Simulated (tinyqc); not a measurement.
Ideality, saturation current and resistance from three points.

Inverse problem. Well above the saturation current a diode obeys V = n Vt ln(I/I0) + I Rs. Find n, Rs and I0.

Inputs (values chosen for the exercise): temperature T = 293 K.

Constants: q = 1.602176634e-19 C, kB = 1.380649e-23 J/K, Vt = kB T/q. Results are converted to the units shown.

currents (A): [2e-6, 0.0003, 0.01]
voltages (V): [0.24735799, 0.38625624, 0.55559548]

Solution. V is linear in the three unknowns n Vt, Rs and -n Vt ln I0, so three points give a linear system.

n = 1.080
Rs = 7.600 ohm
I0 = 2.300e-10 A

Numbers from tinyqc (`OMP_NUM_THREADS=1 python tinyqc.py 2260007 2260008 out.jsonl`; about 0.01 s on one thread of a shared Intel Xeon 2.30GHz).
